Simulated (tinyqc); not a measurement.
# Gate-all-around wire with two subbands, quantum capacitance: effect of the gate voltage

phi is the Fermi level above the lowest subband edge, in volts; Vg is counted from the gate voltage at which an empty wire would have phi = 0. Both directions of motion are filled (equilibrium).

N1 = gv sqrt(2 md m0 kB T/(pi hbar^2)); n1 = N1 F(phi/Vt), n2 = g2 N1 F((phi - E2)/Vt), n = n1 + n2, F(e) = (1/sqrt(pi)) int_0^infinity u^(-1/2) du/(1 + exp(u - e)); Cq = q dn/dphi = (q N1/Vt) [F'(phi/Vt) + g2 F'((phi - E2)/Vt)]. Cox = 2 pi eps0 eox/ln(1 + tox/rw) per length; Vg = phi + q n/Cox. 1/C_G = 1/Cox + 1/(Cq); dphi/dVg = Cox/(Cox + Cq).

Values chosen for this exercise:
```
symbol,value,unit,meaning
T,150,K,temperature
eox,3.9,,relative permittivity of the gate insulator (close to silicon dioxide)
tox,15,nm,insulator thickness
md,0.31,m0,mass along the wire
gv,4,,valley degeneracy
E2,0.19,eV,second subband above the first
g2,1,,orbital degeneracy of the second subband
rw,2.1,nm,radius of the wire
```

Constants: q = 1.602176634e-19 C, kB = 1.380649e-23 J/K, hbar = 1.054571817e-34 J s, m0 = 9.1093837015e-31 kg, Vt = kB T/q, eps0 = 8.8541878128e-14 F/cm where lengths are in cm. Results are converted to the units shown.

The same in every row: Cox (pF/cm) = 1.0346.

Results:
```
Vg (V)	phi (V)	n (cm^-1)	Cq (pF/cm)	C_G (pF/cm)	dphi/dVg	share of the second band (%)
-0.2	-0.20000	1.3955	1.7297e-5	1.7297e-5	0.99998	4.1331e-5
-0.09	-0.090993	6411.2	0.079418	0.073756	0.92871	4.1357e-5
0.02	-0.037959	3.7426e5	4.4731	0.84024	0.18784	4.2873e-5
0.13	-0.024472	9.9748e5	11.208	0.94715	0.084509	4.5665e-5
0.36	-0.011174	2.3968e6	23.320	0.99063	0.042481	5.3168e-5
0.47	-0.0068998	3.0795e6	27.853	0.99753	0.035814	5.7599e-5
0.58	-0.0032029	3.7660e6	31.593	1.0018	0.031709	6.2694e-5
0.69	1.2828e-4	4.4548e6	34.588	1.0045	0.029043	6.8581e-5
0.8	0.0032192	5.1451e6	36.895	1.0064	0.027276	7.5419e-5
```

Estimate the missing row, Vg = 0.24 V.

Computed row:
```
Vg (V)	phi (V)	n (cm^-1)	Cq (pF/cm)	C_G (pF/cm)	dphi/dVg	share of the second band (%)
0.24	-0.016987	1.6595e6	17.434	0.97663	0.056018	4.8979e-5
```

With this row back in the table: As Vg goes from -0.2 to 0.8, Cq rises from 1.73e-5 to 36.9 pF/cm, C_G/Cox rises from 1.67e-5 to 0.973 and n rises from 1.40 to 5.15e6 cm^-1. Cq is below Cox for Vg = -0.2, -0.09; there the density of states limits the response dn/dVg more than the insulator does.

Numbers from tinyqc (`OMP_NUM_THREADS=1 python tinyqc.py 2200026 2200027 out.jsonl`; about 0.01 s on one thread of a shared Intel Xeon 2.30GHz).
